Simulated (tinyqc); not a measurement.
Order-disorder in a binary alloy on two sublattices: Bragg-Williams and pair (quasi-chemical) approximations: one step, computed by the program tinyqc. Command: `OMP_NUM_THREADS=1 python tinyqc.py 3025262 3025263 out.jsonl order walk`. One thread of a shared host (Intel(R) Xeon(R) Processor @ 2.30GHz), about 0.01 s of CPU time with the checks.

All z = 6 neighbours of a site lie on the other sublattice. B fills the sublattices with x + eta/2 and x - eta/2; energies are per site, from the pure components: u = -z w y with y the probability of an A-B bond taken in one order.

Question. Energy, entropy and site fractions. a = x + eta/2, b = x - eta/2; u = -z w [x (1 - x) + eta^2/4]; s/k_B = [s2(a) + s2(b)]/2, s2(c) = -c ln c - (1 - c) ln(1 - c); gain on ordering = f(eta) - f(0), f = u - T s. Superlattice over fundamental intensity = [eta (f_B - f_A)/2]^2/[(1 - x) f_A + x f_B]^2.

Inputs (values chosen for the exercise, for a model alloy): ordering energy w = (e_AA + e_BB)/2 - e_AB = 9.66 meV; fraction x of B = 0.41; temperature T = 272 K.

Lattice: simple cubic (z = 6).

scattering factors f_A, f_B (electrons): [35, 42]

order parameter eta = 0.5925064

Constants: k_B = 8.617333262e-05 eV/K.

Give: B fraction on its own sublattice; B fraction on the A sublattice; energy u; entropy s; gain on ordering; intensity ratio.

Answer.

B fraction on its own sublattice = 0.70625

B fraction on the A sublattice = 0.11375

energy u = -19.107 meV/site

entropy s = 0.47988 k_B/site

gain on ordering = -0.46979 meV/site

intensity ratio = 0.0029987

A on the B sublattice: 0.2937, of which 0.1800 is forced by composition. Caution: T is near or above the T_c of the better pair approximation, so the true long-range order is lower than Bragg-Williams gives.
